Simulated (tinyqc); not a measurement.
Heisenberg magnet: exchange from energy differences, ordering vector, linear spin waves and ordering temperature: one step, computed by the program tinyqc.

H = -sum over pairs <ij> J_ij S_i.S_j - K sum_i (S_i^z)^2, each pair once, J > 0 ferromagnetic. First neighbours: 8 at a (0.5, 0.5, 0.5), second: 6 at a (1, 0, 0), with all permutations and signs.

Question. Energies of ordered states. J(q) = J1 g1(q) + J2 g2(q), g_s(q) = sum over shell s of cos(q.R). A classical spiral or collinear state of wave vector Q has the exchange energy -(S^2/2) J(Q) per site.

Inputs (values chosen for the exercise, for a model magnet): exchange J1 = 10.6 meV; exchange J2 = 2 meV; spin S = 0.5.

Lattice: bcc.

Give: States, Q in 2 pi/a.

Answer.

States, Q in 2 pi/a:

| Q | g1 | g2 | energy (meV/site) |
|---|---|---|---|
| G (0, 0, 0) | 8.0000e+00 | 6 | -12.1 |
| H (1, 0, 0) | -8.0000e+00 | 6 | 9.1 |
| N (0.5, 0.5, 0) | 0 | -2 | 0.5 |
| P (0.5, 0.5, 0.5) | 4.9304e-32 | -6 | 1.5 |

The lowest of these is G (0, 0, 0), 12.600 meV per site below N (0.5, 0.5, 0).
